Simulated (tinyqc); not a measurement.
Coherent potential approximation for a binary alloy with a semi-elliptic band: sweeps and comparisons. A value that a table varies takes the place of the one given here.

Site levels eA = -x d (share 1 - x) and eB = (1 - x) d (share x), so that their mean, the virtual crystal, is 0. Pure band: G0(z) = 2 (z - sqrt(z - W) sqrt(z + W))/W^2 with principal roots, density -Im G/pi per site. The medium has a self-energy S(z), G = G0(z - S), z = E + i eta. t_i = (e_i - S)/(1 - (e_i - S) G); the CPA demands <t> = (1 - x) tA + x tB = 0. Iteration: start at S = 0, set S(new) = S + <t>/(1 + <t> G), stop when |<t>| < 1e-9 eV.

Parameters, chosen for this exercise:
```
symbol  value  unit  meaning
W       3.9    eV    half width of the pure band
x       0.09         fraction of B
d       1.14   eV    eB - eA
eta     0.078  eV    broadening
E1      -4     eV    first energy
dE      0.64   eV    step
E       1.29   eV    energy
```

## Virtual crystal, CPA and unmixed bands

Fifteen energies E1 + j dE. Virtual crystal: G0(z). Unmixed: (1 - x) G0(z - eA) + x G0(z - eB), the limit of large separate grains.

Densities (1/eV) and self-energy (eV):
```
E (eV)  virtual crystal     CPA  unmixed     Re S     Im S
-4.00            0.0106  0.0128   0.0187  -0.0315  -0.0022
-3.36            0.0799  0.0817   0.0792  -0.0341  -0.0133
-2.72            0.1138  0.1143   0.1110  -0.0328  -0.0201
-2.08            0.1349  0.1346   0.1337  -0.0310  -0.0259
-1.44            0.1485  0.1477   0.1477  -0.0288  -0.0314
-0.80            0.1565  0.1553   0.1559  -0.0259  -0.0368
-0.16            0.1599  0.1582   0.1593  -0.0222  -0.0425
0.48             0.1588  0.1567   0.1582  -0.0173  -0.0484
1.12             0.1531  0.1508   0.1525  -0.0105  -0.0546
1.76             0.1424  0.1400   0.1417  -0.0007  -0.0608
2.40             0.1255  0.1233   0.1245   0.0139  -0.0657
3.04             0.0991  0.0985   0.0975   0.0358  -0.0652
3.68             0.0517  0.0576   0.0455   0.0654  -0.0461
4.32             0.0043  0.0049   0.0110   0.0499  -0.0032
4.96             0.0020  0.0021   0.0032   0.0347  -0.0012
```

How do the results move?

d/W = 0.29. CPA and virtual crystal differ by at most 0.006 1/eV, at 3.68 eV, against a peak of 0.163 for the pure band. |Im S| is largest at 2.40 eV (Im S = -0.066 eV); where the density is near zero this is no damping of states. On these rows the CPA density keeps one maximum: the bands are amalgamated.

## Bowing of the band edge from disorder

For eta = 0 the CPA reads G = (1 - x)/(y - eA) + x/(y - eB) with y = E - W^2 G/4; the lower edge is the maximum of E(y) = y + W^2 G(y)/4 for y < eA. The virtual crystal puts it at -W. Second order: -W - 2 x (1 - x) d^2/W, from S = x (1 - x) d^2 G0(-W), G0(-W) = -2/W.

Lower edge (eV):
```
x        edge  edge + W  second order  (edge + W)/(x (1 - x))
0.05  -3.9206   -0.0206       -0.0317                 -0.4332
0.10  -3.9402   -0.0402       -0.0600                 -0.4468
0.25  -3.9927   -0.0927       -0.1250                 -0.4942
0.40  -4.0334   -0.1334       -0.1600                 -0.5558
0.50  -4.0522   -0.1522       -0.1666                 -0.6086
0.60  -4.0622   -0.1622       -0.1600                 -0.6758
0.75  -4.0544   -0.1544       -0.1250                 -0.8232
0.90  -3.9995   -0.0995       -0.0600                 -1.1052
0.95  -3.9610   -0.0610       -0.0317                 -1.2832
```

second-order coefficient = -0.6665 eV

What does this show?

Disorder pushes the edge below the virtual crystal, most at x = 0.6 (-162 meV). The coefficient runs from -0.433 at x = 0.05 to -1.283 eV at 0.95, against -0.666 in second order: it depends strongly on x and is largest in size where the low-lying A atoms are dilute and act as attractive impurities.

## When the band splits

x as given, d varied, eta as given. The density is taken at E = (eA + eB)/2 and at E = eA + eB = (1 - 2x) d, where S has its pole for well split bands; a gap shows as a density of the size of the broadening tail.

Between the two levels:
```
d/W  d (eV)  density at the midpoint (1/eV)  density at (1 - 2x) d (1/eV)  Im S at the midpoint (eV)
0.2    0.78                          0.1585                        0.1567                     -0.024
0.4    1.56                          0.1541                        0.1466                     -0.083
0.6    2.34                          0.1477                        0.1278                     -0.149
0.8    3.12                          0.1395                        0.0957                     -0.200
1.0    3.90                          0.1293                        0.0242                     -0.229
1.2    4.68                          0.1165                        0.0083                     -0.237
1.5    5.85                          0.0900                        0.0105                     -0.209
2.0    7.80                          0.0064                        0.0097                     -0.039
```

What can be read from the table?

The midpoint density falls from 0.158 to 0.0064 1/eV; it first drops below a tenth of the pure peak (0.016) at d/W = 2. At (1 - 2x) d the density drops below that mark at d/W = 1.2, so the bands have parted by then (this mark lags the true splitting), and is least, 0.0083, at d/W = 1.2; it rises again beyond, as for small x that energy nears the band of the B atoms. For x = 1/2 the two coincide and the band splits at d = W exactly; here x = 0.09. The size of Im Sigma at the midpoint is largest at d/W = 1.2. It is a lifetime only where the density there is finite; for well separated bands, d/W above 1/(2 sqrt(x (1 - x))), S has a pole in the gap at (1 - 2x) d.

## What each parameter does

Converged values at E. Each row changes one parameter from the base and keeps the others.

Results:
```
case            Re S (eV)  Im S (eV)  density (1/eV)
base              -0.0082    -0.0563          0.1484
W = 4.29 eV       -0.0067    -0.0508          0.1371
x = 0.14          -0.0069    -0.0846          0.1473
d = 1.254 eV      -0.0133    -0.0672          0.1479
eta = 0.156 eV    -0.0075    -0.0552          0.1454
E = 1.68 eV       -0.0021    -0.0601          0.1416
```

How do the results move?

The largest shifts from the base row, up to three for each result and ties (the steps differ in size, so this ranks the rows, not the parameters). Re S (eV): E +0.0061, d -0.0050, W +0.0015. Im S (eV): x -0.0283, d -0.0109, W +0.0055. density (1/eV): W -0.0113, E -0.0068, eta -0.0030.

Run: tinyqc, `OMP_NUM_THREADS=1 python tinyqc.py 1481866 1481867 out.jsonl`; Intel(R) Xeon(R) Processor @ 2.30GHz, one thread, shared host; about 0.01 s of CPU time with all checks.
